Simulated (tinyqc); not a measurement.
Energy and delay of logic against supply voltage: one step of the calculation.

One expression serves below and above threshold: I(Vg) = Ik [ln(1 + exp((Vg - VT + dd V)/(al nf Vt)))]^al, with I_on = I(V) and I_off = I(0). Gate delay td = kd C V/I_on, clock period LD td. Per gate and cycle the switching energy is act C V^2 and the leakage energy I_off V LD td. No short-circuit current, no variation. Minima are sought above 0.09 V; below a few Vt gates no longer switch and the model has no meaning.

Problem. New V. Minimum-energy supply: E(V) is the energy per gate and cycle; with h = 0.001 V, E' = (E(V + h) - E(V - h))/(2 h), E'' = (E(V - h) - 2 E(V) + E(V + h))/h^2, V(new) = V - E'/E''.

Values chosen for this exercise; values of the order met in logic technologies:
- T = 300 K (temperature)
- VT = 0.39 V (threshold voltage at zero drain bias)
- nf = 1.14 (slope factor)
- dd = 0.03 (barrier lowering per volt of supply)
- Ik = 2.5 uA (specific current of a gate)
- al = 1.85 (exponent of the current law)
- C = 2.9 fF (load capacitance of a gate)
- kd = 0.8 (delay factor)
- LD = 16 (logic depth)
- act = 0.2 (activity factor)

Constants: q = 1.602176634e-19 C, kB = 1.380649e-23 J/K, Vt = kB T/q. Results are converted to the units shown.

V after iteration 1 = 0.12225040 V

Find: E'; E''; V after iteration 2.

Solution.

E' = -11.95 aJ/V
E'' = 2683 aJ/V^2
V after iteration 2 = 0.1267 V

Program tinyqc, `OMP_NUM_THREADS=1 python tinyqc.py 2082072 2082073 out.jsonl`; Intel Xeon 2.30GHz, shared host, one thread, about 0.01 s.
